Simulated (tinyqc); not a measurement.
From results back to parameters: Koster-Slater impurity in an sp3s* host.

Problem. In the Koster-Slater model a defect shifts the s level of its site by Vs and the p levels by Vp; an A1 level solves 1/Vs = G_s(E) and a T2 level 1/Vp = G_p(E), E from the top of the valence band. A defect has an A1 level at E = 0.1465 eV, one of the energies of the table, and a T2 level at 1.0258 eV.

G(E) of the host (1/eV):
```
E (eV)         G_s         G_p
0.0000  -0.0702564   0.1005793
0.1465  -0.0828172   0.0635037
0.2931  -0.0971845   0.0363330
0.4396  -0.1140425   0.0121383
0.5862  -0.1344425  -0.0116768
0.7327  -0.1601612  -0.0371818
0.8793  -0.1946222  -0.0672926
1.0258  -0.2461203  -0.1086245
1.1724  -0.3530325  -0.1952395
```

Find: Vs, Vp.

Solution. Read G_s and G_p at the two energies and invert them. Vs is attractive and pulls its level down from the conduction bands. Vp is attractive and pulls its level down from the conduction bands.

Vs, Vp (eV): -12.1  -9.2

Run: tinyqc, `OMP_NUM_THREADS=1 python tinyqc.py 1451662 1451663 out.jsonl`; Intel(R) Xeon(R) Processor @ 2.30GHz, one thread, shared host; about 0.02 s of CPU time with all checks.
